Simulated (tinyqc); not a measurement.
Pi bands of a honeycomb layer in tight binding: sweeps and comparisons. A value that a table varies takes the place of the one given here.

Lattice vectors a (1,0) and a (1/2, sqrt3/2); f = exp(i ky a/sqrt3) + 2 cos(kx a/2) exp(-i ky a/(2 sqrt3)), w = |f|. H = [[D - t2 F, -t f], [., -D - t2 F]] with F = w^2 - 3, S = [[1, s0 f], [., 1]]; the levels solve det(H - E S) = 0. K = (4 pi/3a, 0), M = (pi/a, pi/(sqrt3 a)); w = 3, 1, 0 at Gamma, M, K.

Constants: hbar^2/2m0 = 3.80998211 eV angstrom^2.

Inputs chosen for the exercise (of the size used for graphene; not measured data):

| symbol | value | unit | meaning |
|---|---|---|---|
| a | 2.46 | angstrom | lattice constant |
| t | 2.95 | eV | nearest hopping |
| t2 | 0.09 | eV | second-neighbour hopping |
| s0 | 0.102 |  | overlap of neighbours |
| D | 0 | eV | +D on A, -D on B |

## How far the cone holds

Upper and lower levels at distance q from K towards Gamma (-x) and towards M (+x), measured from 3 t2; cone: sqrt(D^2 + (hbar v q)^2), hbar v = (sqrt3/2) a (t + 3 t2 s0).

Levels (eV):

| q (1/angstrom) | cone | upper, to Gamma | lower, to Gamma | upper, to M | lower, to M |
|---|---|---|---|---|---|
| 0.02 | 0.1269 | 0.1282 | -0.1274 | 0.1263 | -0.1256 |
| 0.05 | 0.3172 | 0.3251 | -0.3201 | 0.3137 | -0.3090 |
| 0.10 | 0.6343 | 0.6658 | -0.6451 | 0.6194 | -0.6015 |
| 0.15 | 0.9515 | 1.0214 | -0.9735 | 0.9155 | -0.8768 |
| 0.20 | 1.2687 | 1.3913 | -1.3038 | 1.2004 | -1.1348 |
| 0.30 | 1.9030 | 2.1707 | -1.9650 | 1.7301 | -1.5969 |
| 0.40 | 2.5374 | 2.9968 | -2.6182 | 2.1957 | -1.9854 |
| 0.60 | 3.8061 | 4.7527 | -3.8654 | 2.8880 | -2.5348 |

At q = 0.2 the upper band lies +123 meV from the cone towards Gamma and -68 meV towards M; half their difference, 95 meV, is the trigonal warping, steeper towards Gamma, and their mean, +27 meV, comes from the bending of the band and from t2 or the overlap. All four values stay within 5 % of the cone up to q = 0.05. The electron-hole asymmetry, upper plus lower towards Gamma, is +87 meV at q = 0.2.

## Fermi level against carrier density

hbar v = 6.34342 eV angstrom

Cone with four flavours: n = kF^2/pi, EF = sqrt(D^2 + (hbar v kF)^2), density of states 2 EF/(pi (hbar v)^2), quantum capacitance e^2 times it (1 e^2/(eV angstrom^2) = 1602.177 microF/cm^2), cyclotron mass 2c EF/(hbar v)^2, c = hbar^2/2m0; 1e12/cm^2 = 1e-4/angstrom^2.

Filling:

| n (1e12/cm^2) | kF (1/angstrom) | EF (eV) | Cq (microF/cm^2) | cyclotron mass (m0) |
|---|---|---|---|---|
| 0.10 | 0.00560 | 0.0356 | 0.901 | 0.0067 |
| 0.25 | 0.00886 | 0.0562 | 1.425 | 0.0106 |
| 0.50 | 0.01253 | 0.0795 | 2.015 | 0.0151 |
| 1.00 | 0.01772 | 0.1124 | 2.850 | 0.0213 |
| 2.00 | 0.02507 | 0.1590 | 4.030 | 0.0301 |
| 4.00 | 0.03545 | 0.2249 | 5.700 | 0.0426 |
| 10.00 | 0.05605 | 0.3555 | 9.012 | 0.0673 |
| 20.00 | 0.07927 | 0.5028 | 12.746 | 0.0952 |

From 1 to 4e12/cm^2 EF rises by a factor 2.000, the square root of four. Capacitance and mass grow in proportion to EF counted from mid-gap, so hardly at all while a large gap term dominates it; in a parabolic band both are constant; Cq is 2.85 microF/cm^2 at 1e12/cm^2, against 3.45 for 1 nm of a dielectric with eps = 3.9.

## What each parameter does

Gap at K, difference at M, and the two levels at Gamma, from (e - E)^2 - D^2 - (t + s0 E)^2 w^2 = 0, e = -t2 (w^2 - 3). Each row changes one parameter from the base and keeps the others.

Results:

| case | gap at K (eV) | difference at M (eV) | lower at Gamma (eV) | upper at Gamma (eV) |
|---|---|---|---|---|
| base | 0.0000 | 5.9991 | -7.1899 | 11.9741 |
| t = 3.0975 eV | 0.0000 | 6.2972 | -7.5287 | 12.6117 |
| t2 = 0.14 eV | 0.0000 | 6.0197 | -7.4196 | 11.5418 |
| s0 = 0.132 | 0.0000 | 6.0530 | -6.7264 | 13.7583 |
| D = 0.1 eV | 0.2000 | 6.0025 | -7.1905 | 11.9746 |
| a = 2.5092 angstrom | 0.0000 | 5.9991 | -7.1899 | 11.9741 |

The largest shifts from the base row, up to three for each result and ties (the steps differ in size, so this ranks the rows, not the parameters). gap at K (eV): D +0.2000; unchanged at the printed digits by t, t2, s0 and a. difference at M (eV): t +0.2981, s0 +0.0539, t2 +0.0206; unchanged at the printed digits by a. lower at Gamma (eV): s0 +0.4635, t -0.3388, t2 -0.2297; unchanged at the printed digits by a. upper at Gamma (eV): s0 +1.7842, t +0.6376, t2 -0.4323; unchanged at the printed digits by a. At points fixed by symmetry a drops out; the gap at K is 2D whatever the hoppings.

(tinyqc, `OMP_NUM_THREADS=1 python tinyqc.py 1481932 1481933 out.jsonl`, Intel(R) Xeon(R) Processor @ 2.30GHz, 1 thread, shared host, about 0.01 s.)
